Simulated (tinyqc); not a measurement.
# The weight eta from points of equal mobility

Inverse problem. If the mobility depends on E = q (Ndep + eta Ns)/(eps0 eps_r) alone, two points of equal mobility on its falling branch have equal E. Find eta and E.

Inputs (values chosen for the exercise):
- eps_r = 11.7 (relative permittivity of the semiconductor)

Constants: q = 1.602176634e-19 C, eps0 = 8.8541878128e-14 F/cm where lengths are in cm. Results are converted to the units shown.

Ndep at two body biases (cm^-2): [1.1628876e12, 1.9682431e12]
Ns at which the mobility is the same (cm^-2): [9e12, 7.4208716e12]

Solution. eta is the ratio of the differences of Ndep and Ns.

eta = 0.510
E = 0.890 MV/cm

Computed by the program tinyqc: `OMP_NUM_THREADS=1 python tinyqc.py 2510075 2510076 out.jsonl`, one thread of a shared Intel Xeon 2.30GHz, about 0.01 s for the whole run.
